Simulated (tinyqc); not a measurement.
A ladder of methods, and size consistency: correlation methods against full CI in the 6-311g basis, for He, spin multiplicity 1. Computed by the program tinyqc with PySCF. All electrons correlated; +Q is the Davidson correction (1 - c0^2) E_corr. The last columns treat two copies 100 angstrom apart as one system. FCI is the lowest singlet.

Geometry (angstrom):
```
atom       x       y       z
He    0.0000  0.0000  0.0000
```

RHF energy of one = -2.859895 hartree

Correlation energies (hartree):
```
method   E_corr of one  share of FCI (%)  E_corr of two at 100 angstrom  two minus twice one (mhartree)
MP2          -0.012907           78.1132                      -0.025813                          0.0000
CISD         -0.016523          100.0000                      -0.032906                          0.1399
CISD+Q       -0.016594          100.4275                      -0.033183                          0.0041
CCSD         -0.016523          100.0000                      -0.033046                          0.0000
CCSD(T)      -0.016523          100.0000                      -0.033046                          0.0000
FCI          -0.016523          100.0000                              -                               -
```

What does the comparison show, and why?

MP2 recovers 78 %, CISD 100.0 % and CCSD 100.0 % of the FCI value (c0^2 = 0.996 in CISD). MP2 and coupled cluster are size consistent, so their last column vanishes; CISD loses 0.14 mhartree, since a double excitation on each copy is a quadruple of the pair, and the Davidson correction leaves +0.00. With two electrons, or one virtual orbital, CISD and CCSD are exact for one copy, so +Q overshoots there.
